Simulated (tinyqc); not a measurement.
Inside a calculation. Method: tight binding, dimerised chain. One step of it, computed by the program tinyqc.

Problem. Open chain of 4 cells. The same hoppings without the wrap-around bond.

H of the open chain (eV):
```
           1          2          3          4          5          6          7          8
1   0.000000  -1.290000   0.000000   0.000000   0.000000   0.000000   0.000000   0.000000
2  -1.290000   0.000000  -0.620000   0.000000   0.000000   0.000000   0.000000   0.000000
3   0.000000  -0.620000   0.000000  -1.290000   0.000000   0.000000   0.000000   0.000000
4   0.000000   0.000000  -1.290000   0.000000  -0.620000   0.000000   0.000000   0.000000
5   0.000000   0.000000   0.000000  -0.620000   0.000000  -1.290000   0.000000   0.000000
6   0.000000   0.000000   0.000000   0.000000  -1.290000   0.000000  -0.620000   0.000000
7   0.000000   0.000000   0.000000   0.000000   0.000000  -0.620000   0.000000  -1.290000
8   0.000000   0.000000   0.000000   0.000000   0.000000   0.000000  -1.290000   0.000000
```

Give: levels; weights of the highest filled level on the sites.

Solution.

levels (eV): -1.817  -1.556  -1.185  -0.827  0.827  1.185  1.556  1.817

weights of the highest filled level on the sites: 0.122  0.050  0.183  0.146  0.146  0.183  0.050  0.122

The bulk gap runs from -0.6700 to 0.6700 eV; no level of this chain lies inside it.
